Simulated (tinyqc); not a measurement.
A and C from the efficiency peak.

Question. ABC model of an LED: J = q da (A n + Ba n^2 + Ca n^3), IQE = Ba n^2/(A n + Ba n^2 + Ca n^3), differential lifetime 1/(A + 2 Ba n + 3 Ca n^2). The peak lies at n = sqrt(A/Ca). Given Ba, find n at the peak, A and Ca.

Inputs (values chosen for the exercise): radiative coefficient of the active layer Ba = 2.8e-11 cm^3/s; thickness of the active layer da = 12 nm.

Constants: q = 1.602176634e-19 C. Results are converted to the units shown.

peak IQE = 84.715681 %
J at the peak = 1.2051762 A/cm^2

Answer. IQE J = q da Ba n^2 gives n. At the peak A n = Ca n^3, each being half of the non-radiative rate Ba n^2 (1/IQE - 1).

n at the peak = 4.355e17 cm^-3
A = 1.100e6 1/s
Ca = 5.800e-30 cm^6/s

Computed by the program tinyqc: `OMP_NUM_THREADS=1 python tinyqc.py 2300129 2300130 out.jsonl`, one thread of a shared Intel Xeon 2.30GHz, about 0.01 s for the whole run.
